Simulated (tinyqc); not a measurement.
Joule-heated wire on a substrate, fin equation: effect of the cross-section.

A wire of length L loses heat along itself to two contacts and sideways to the substrate: kap A theta'' - g theta + p = 0 with theta = T - T0 and p(x) = p0 exp(-((x/L - x0)/sg)^2/2). The ends are held at T0. Constant conductivity, diffusive heat flow.

The equation is solved on 800 equal steps and the peak is the largest node value. LH = sqrt(kap A/g); the share is the integral of g theta over that of p.

Values chosen for this exercise:
- kap = 30 W/(m K) (conductivity along the wire)
- g = 0.89 W/(m K) (conductance per length to the substrate)
- L = 290 nm (length between the contacts)
- Rc = 0 K/uW (thermal resistance of each contact)
- p0 = 0.18 uW/nm (peak heating per length)
- x0 = 0.62 (place of the hot spot as a share of L)
- sg = 0.07 (width of the hot spot as a share of L)

Effect of the cross-section:

| A (nm^2) | LH (nm) | L/LH | peak theta (K) | peak/(p0/g) | share to the substrate (%) |
|---|---|---|---|---|---|
| 19 | 25.31 | 11.46 | 118.5 | 0.5857 | 98.11 |
| 38 | 35.79 | 8.103 | 95.99 | 0.4746 | 93.83 |
| 75 | 50.28 | 5.768 | 74.75 | 0.3696 | 84.89 |
| 150 | 71.11 | 4.078 | 54.63 | 0.2701 | 70.09 |
| 300 | 100.6 | 2.884 | 36.94 | 0.1826 | 51.52 |
| 600 | 142.2 | 2.039 | 22.87 | 0.1131 | 33.57 |
| 1200 | 201.1 | 1.442 | 13.09 | 0.06471 | 19.76 |

As A goes from 19 to 1200 nm^2, the peak theta falls from 118 to 13.1 K and the share of heat to the substrate falls from 98.1 to 19.8 %; L/LH goes from 11 to 1.4. Where L/LH is smallest the peak reaches 0.065 of p0/g, where it is largest 0.59. At A = 19 nm^2 LH or L is under 30 nm, where Fourier conduction is a rough picture.

Numbers from tinyqc (`OMP_NUM_THREADS=1 python tinyqc.py 2520068 2520069 out.jsonl`; about 0.01 s on one thread of a shared Intel Xeon 2.30GHz).
